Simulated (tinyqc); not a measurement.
Six-band hole subbands of a thin body in a field: sweeps and comparisons. A value that a table varies takes the place of the one given here.

Basis X, Y, Z times spin, hole energies counted downwards from the unstrained edge (the hydrostatic shift is left out), c = hbar^2/2m0. For a symmetric tensor T let C(T) have C_XX = L Txx + M (Tyy + Tzz), C_XY = N Txy (cyclic), L = c (g1 + 4 g2), M = c (g1 - 2 g2), N = 6 c g3. k = q + kz n, n the unit normal, q = k1 u + k2 v with u along the channel [1-10] and v = n x u. H = C(k k^T) + (Dso/3)(1 - L.sigma) - B + e F z with (L_k)_ij = -i epsilon_kij; B is the block C built from the traceless strain with 2b, -b and sqrt(3) d in place of L, M, N. Strain: exx = eyy = (s11 + s12) sx/2, ezz = s12 sx, exy = -s44 sx/4. Hard walls at z = 0 and t; basis sin(j pi z/t), j = 1 to Nz: kz^2 = (j pi/t)^2, kz = -i D with D_jl = 4 j l/(t (j^2 - l^2)), z_jj = t/2 and z_jl = -8 t j l/(pi (j^2 - l^2))^2 for j + l odd; 1 MV/cm = 0.01 eV/angstrom.

Nz = 14. E1 is the top subband at q = 0, gap the distance to the next pair, and the masses are c q^2/(E(q) - E1) at |q| = 0.02 1/angstrom (mean of the spin pair) along the channel [1-10] and across it in the plane; a dash marks a band that does not rise.

Constants: hbar^2/2m0 = 3.80998211 eV angstrom^2.

Inputs chosen for the exercise (near those of a p-type Si channel; shifted at random, so the results belong to these values and not to a real crystal):
- g1 = 4.27 (Luttinger gamma1)
- g2 = 0.34 (gamma2)
- g3 = 1.45 (gamma3)
- Dso = 0.044 eV (spin-orbit splitting)
- b = -2.07 eV (tetragonal potential)
- d = -4.84 eV (trigonal potential)
- S = (7.79, -2.1, 12.83) 1/TPa (compliances s11, s12, s44)
- face = 110 (surface)
- t = 95 angstrom (body thickness)
- F = 0.2 MV/cm (field across the body)
- sx = 0 GPa (stress along the channel [1-10], negative in compression)

## Stress along the channel

Each row has its own sx.

Results:
```
sx (GPa)  E1 (meV)  gap (meV)  m channel  m across
-3.0         -60.9       27.8      0.114     0.279
-2.0         -24.0       27.8      0.114     0.279
-1.0          12.6       27.8      0.115     0.279
-0.5          30.8       27.7      0.116     0.280
0.0           48.7       27.2      0.118     0.282
0.5           65.5       21.2      0.127     0.287
1.0           73.4       14.9      0.229     0.299
```

Under 2 GPa of compression the channel mass goes from 0.118 to 0.114 m0, the mass across from 0.282 to 0.279; the gap to the next subband is 28, 27 and 15 meV at -2, 0 and +1 GPa. The lightest channel mass of the table, 0.114 m0, is at -3.0 and -2.0 GPa. Compression changes the channel mass little here, since confinement on this face has already singled out the orbital that the stress favours.

## Surface orientation and number of bands

Three faces, six bands; and four bands, with Dso set to 1000 eV.

Results:
```
case           E1 (meV)  gap (meV)  m channel  m across
(001) 6 bands      88.8        8.8      0.476     0.476
(001) 4 bands      88.8       10.2      0.412     0.412
(110) 6 bands      48.7       27.2      0.118     0.282
(110) 4 bands      69.7       40.9      0.151     0.321
(111) 6 bands      64.4       23.5      0.273     0.278
(111) 4 bands      64.4       48.2      0.195     0.196
```

With six bands the top subband is shallowest on (110) (48.7 meV) and deepest on (001). The lightest channel mass is on (110) (0.118 m0). Dropping the split-off band moves E1 by 0.0, 21.0 and 0.0 meV and the gap by 1.4, 13.7 and 24.7 meV on the three faces, with Dso = 44 meV.

## What each parameter does

Six bands. Each row changes one parameter from the base and keeps the others.

Results:
```
case             E1 (meV)  gap (meV)  m channel (m0)  m across (m0)
base                 48.7       27.2           0.118          0.282
t = 85 angstrom      48.7       27.2           0.118          0.281
F = 0.5 MV/cm        81.1       50.5           0.116          0.279
sx = -0.5 GPa        30.8       27.7           0.116          0.280
g3 = 1.35            58.0       34.3           0.124          0.282
g2 = 0.39            50.6       28.8           0.119          0.289
Dso = 0.066 eV       52.6       27.4           0.120          0.285
d = -3.87 eV         48.7       27.2           0.118          0.282
```

The largest shifts from the base row, up to three for each result and ties (the steps differ in size, so this ranks the rows, not the parameters). E1 (meV): F +32.5, sx -17.9, g3 +9.4; unchanged at the printed digits by t and d. gap (meV): F +23.4, g3 +7.1, g2 +1.6; unchanged at the printed digits by t and d. m channel (m0): g3 +0.006, Dso +0.003, F -0.002, sx -0.002; unchanged at the printed digits by t and d. m across (m0): g2 +0.008, Dso +0.003, F -0.002; unchanged at the printed digits by g3 and d.

Program tinyqc; command `OMP_NUM_THREADS=1 python tinyqc.py 1280158 1280159 out.jsonl`; about 0.4 s on one thread of a shared Intel(R) Xeon(R) Processor @ 2.30GHz.
